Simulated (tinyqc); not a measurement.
Epitaxial growth on a vicinal surface: Burton-Cabrera-Frank step flow, step-edge barrier and island nucleation: one step, computed by the program tinyqc.

Adatoms land at rate F, hop on a square grid (a simplification for hexagonal faces), desorb, or join steps. Lengths are in units of a and n is the adatom coverage. Steps ascend at x = 0 and descend at x = l.

Task: Scales. D = nu exp(-E_d/(k_B T)) (a^2/s, nu counted per direction); tau = exp(E_a/(k_B T))/nu; x_s = sqrt(D tau); n_eq = exp(-E_f/(k_B T)); terrace width l = h/(a tan(miscut)); Schwoebel length l_s = exp(E_s/(k_B T)) - 1. Temperatures in kelvin are T(C) + 273.15.

Inputs (values chosen for the exercise, close to those used for Ge(001)):
```
quantity,value,unit
site spacing a,4,angstrom
step height h,1.41,angstrom
diffusion barrier E_d,0.618,eV
desorption energy E_a,2.52,eV
adatom formation energy E_f,1.06,eV
step-edge barrier E_s,0,eV
attempt frequency nu,1,THz
miscut angle,1,degrees
temperature T,540,C
```

Constants: k_B = 8.617333262e-05 eV/K.

Give: D; lifetime tau; diffusion length x_s; equilibrium coverage n_eq; terrace width l; Schwoebel length l_s.

Result:

D = 1.478e+08 a^2/s

lifetime tau = 4155 s

diffusion length x_s = 7.837e+05 a

equilibrium coverage n_eq = 2.693e-07

terrace width l = 20.19 a

Schwoebel length l_s = 0 a

l/x_s = 2.58e-5: nearly every adatom reaches a step.
